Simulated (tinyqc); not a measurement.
Born-von Karman spring model of a cubic crystal with one atom per cell: one step, computed by the program tinyqc. Command: `OMP_NUM_THREADS=1 python tinyqc.py 3022234 3022235 out.jsonl springs walk`. One thread of a shared host (Intel(R) Xeon(R) Processor @ 2.30GHz), about 0.1 s of CPU time with the checks.

First neighbours lie at a/2 (1,1,1) (8 of them), second at a (1,0,0) (6), with all permutations and signs; the volume per atom is Omega = a^3/2. Two shells of springs match a real metal only roughly, above all at the zone boundary.

Problem. Dynamical matrix at q. A neighbour at R with unit vector n couples by the matrix K(R) = kL n n^T + kT (1 - n n^T), and D(q) = (1/M) sum_R K(R) [1 - cos(q.R)].

Inputs (values chosen for the exercise, modelled on tungsten):
```
quantity                value           unit
atomic mass M          183.84              u
radial spring k1L        5.09  eV/angstrom^2
transverse spring k1T   -0.19  eV/angstrom^2
radial spring k2L         3.6  eV/angstrom^2
transverse spring k2T  -0.035  eV/angstrom^2
```

Lattice: bcc.

wave vector q (2 pi/a): 0.35  0.45  0

Give: D(q).

Solution.

D(q) (eV/(angstrom^2 u)):
```
        x       y       z
x  0.1249  0.0674  0.0000
y  0.0674  0.1393  0.0000
z  0.0000  0.0000  0.0621
```
